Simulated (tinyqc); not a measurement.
# Pillar capacitor in an array: capacitance, non-linearity, leakage and relaxation: what changes with what

A film between two metal electrodes, each interface adding a series capacitance ci. The small-signal permittivity is ek (1 + aq E^2); the field is found with the linear permittivity. Leakage J = J0 sinh(E/Ef). After a voltage step the film passes a relaxation current kr C V tt^(-nr), tt being the time in seconds. The sidewall is a coaxial capacitor with radii a = dm/2 and b = dm/2 + t, depth AR dm; the end face is left out.

Inputs (values chosen for the exercise); permittivity of the order of that of hafnium oxide: relative permittivity of the film ek = 20; film thickness t = 6.2 nm; capacitance of each electrode interface (dead layer and screening) ci = 1000 uF/cm^2; quadratic field coefficient of the permittivity aq = 0.0057 cm^2/MV^2; bias V = 0.5 V; exponent of the relaxation current nr = 0.983; strength of the relaxation kr = 0.0084; leakage prefactor J0 = 2.3e-10 A/cm^2; field for an e-fold rise of the leakage Ef = 0.3 MV/cm; aspect ratio, depth over diameter AR = 10; pitch of the square array pt = 110 nm; resistivity of the inner electrode rho = 1000 uohm cm; duration of the write pulse t0 = 1e-8 s.

Constants: eps0 = 8.8541878128e-14 F/cm where lengths are in cm. Results are converted to the units shown.

Each table varies one quantity; the others keep the values above.

## Capacitance, non-linearity and leakage against thickness

Planar film: Cf = eps0 ek/t, 1/C = 1/Cf + 2/ci, EOT = 3.9 eps0/C, effective permittivity C t/eps0, E = (V/t) C/Cf; quadratic coefficient [C(V)/C - 1]/V^2 with Cf (1 + aq E^2) in C(V).

Results:

| t (nm) | C (uF/cm^2) | EOT (nm) | effective permittivity | E (MV/cm) | quadratic coefficient (ppm/V^2) | J (A/cm^2) |
|---|---|---|---|---|---|---|
| 2.5 | 6.9844 | 0.49441 | 19.721 | 1.9721 | 87404 | 8.2328e-8 |
| 3.7 | 4.7407 | 0.72841 | 19.810 | 1.3385 | 40459 | 9.9626e-9 |
| 5.5 | 3.1991 | 1.0794 | 19.872 | 0.90327 | 18483 | 2.3295e-9 |
| 8.2 | 2.1503 | 1.6059 | 19.914 | 0.60713 | 8368.1 | 8.5499e-10 |
| 12 | 1.4714 | 2.3469 | 19.941 | 0.41544 | 3923.5 | 4.3052e-10 |
| 18 | 0.98187 | 3.5169 | 19.961 | 0.27723 | 1748.9 | 2.4411e-10 |
| 27 | 0.65501 | 5.2719 | 19.974 | 0.18494 | 778.82 | 1.5094e-10 |
| 60 | 0.29497 | 11.707 | 19.988 | 0.083284 | 158.05 | 6.4675e-11 |

Estimate the missing row, t = 40 nm.

Computed row:

| t (nm) | C (uF/cm^2) | EOT (nm) | effective permittivity | E (MV/cm) | quadratic coefficient (ppm/V^2) | J (A/cm^2) |
|---|---|---|---|---|---|---|
| 40 | 0.44232 | 7.8069 | 19.982 | 0.12489 | 355.31 | 9.8538e-11 |

With this row back in the table: C falls from 6.98 to 0.295 uF/cm^2 while the effective permittivity goes from 19.7 to 20.0 (ek = 20). EOT is a straight line in t with slope 3.9/ek = 0.195 and intercept 0.00691 nm. The quadratic coefficient goes as t^(-1.96) between the first two rows and t^(-2.00) between the last two (-2 without interfaces), and J falls by 3.10 decades. For t = 2.5, 3.7 direct tunnelling, left out, would add to the leakage.

## Cell against the diameter of the pillar

Per length 1/c = ln(b/a)/(2 pi eps0 ek) + (1/a + 1/b)/(2 pi ci); cell capacitance c AR dm; per footprint over pt^2; fields c V/(2 pi eps0 ek r) at r = a and b; resistance of the inner electrode rho AR dm/(pi a^2); time constant R C/3 of the distributed line. The pitch is scaled as pt dm/(63 nm).

Results:

| dm (nm) | cell capacitance (fF) | per footprint (uF/cm^2) | field at a (MV/cm) | field at b (MV/cm) | R (kohm) | R C/3 (ps) |
|---|---|---|---|---|---|---|
| 29 | 0.90115 | 35.148 | 0.96304 | 0.67459 | 4.3905 | 1.3188 |
| 39 | 1.5627 | 33.702 | 0.92342 | 0.70065 | 3.2647 | 1.7006 |
| 52 | 2.6898 | 32.629 | 0.89403 | 0.72189 | 2.4485 | 2.1954 |
| 69 | 4.6188 | 31.822 | 0.87192 | 0.73909 | 1.8453 | 2.8410 |
| 120 | 13.501 | 30.753 | 0.84261 | 0.76370 | 1.0610 | 4.7748 |

Estimate the missing row, dm = 93 nm.

Computed row:

| dm (nm) | cell capacitance (fF) | per footprint (uF/cm^2) | field at a (MV/cm) | field at b (MV/cm) | R (kohm) | R C/3 (ps) |
|---|---|---|---|---|---|---|
| 93 | 8.2202 | 31.176 | 0.85420 | 0.75371 | 1.3691 | 3.7514 |

With this row back in the table: As dm goes from 29 to 120, the cell capacitance rises from 0.901 to 13.5 fF, the capacitance per footprint falls from 35.1 to 30.8 uF/cm^2, the ratio of the two fields falls from 1.43 to 1.10 and R C/3 rises from 1.32 to 4.77 ps; the time constant goes as dm^(0.86) between the first two rows and dm^(0.95) between the last two.

## Charge lost after writing

Planar film: Cf = eps0 ek/t, 1/C = 1/Cf + 2/ci, EOT = 3.9 eps0/C, effective permittivity C t/eps0, E = (V/t) C/Cf. A capacitor written for t0 and then left open loses, as a share of C V, kr (tt^(1 - nr) - t0^(1 - nr))/(1 - nr) by relaxation and J tt/(C V) by leakage; both are taken as small, and rows far outside that range are left out.

The same in every row: leakage current (nA/cm^2) = 1.657.

Charge lost after writing:

| tt (s) | relaxation current (nA/cm^2) | loss by relaxation (%) | loss by leakage (%) | total loss (%) |
|---|---|---|---|---|
| 1e-6 | 9.431e6 | 2.942 | 1.167e-7 | 2.942 |
| 1e-5 | 9.808e5 | 4.502 | 1.167e-6 | 4.502 |
| 0.0001 | 1.020e5 | 6.123 | 1.167e-5 | 6.123 |
| 0.001 | 1.061e4 | 7.810 | 1.167e-4 | 7.810 |
| 0.01 | 1103 | 9.564 | 0.001167 | 9.565 |
| 0.1 | 114.7 | 11.39 | 0.01167 | 11.40 |
| 1 | 11.93 | 13.28 | 0.1167 | 13.40 |
| 10 | 1.240 | 15.26 | 1.167 | 16.42 |

What does the comparison show?

The two currents are equal at tt = 7.45 s. The loss by relaxation grows from 2.94 to 15.3 %, by 1.56 points over the first decade and 1.97 over the last, while the loss by leakage grows tenfold a decade. Relaxation is the larger loss in every row. For tt = 10 the falling voltage would already cut the leakage, so the linear estimate overstates the loss.

Numbers from tinyqc (`OMP_NUM_THREADS=1 python tinyqc.py 2102110 2102111 out.jsonl`; about 0.01 s on one thread of a shared Intel Xeon 2.30GHz).
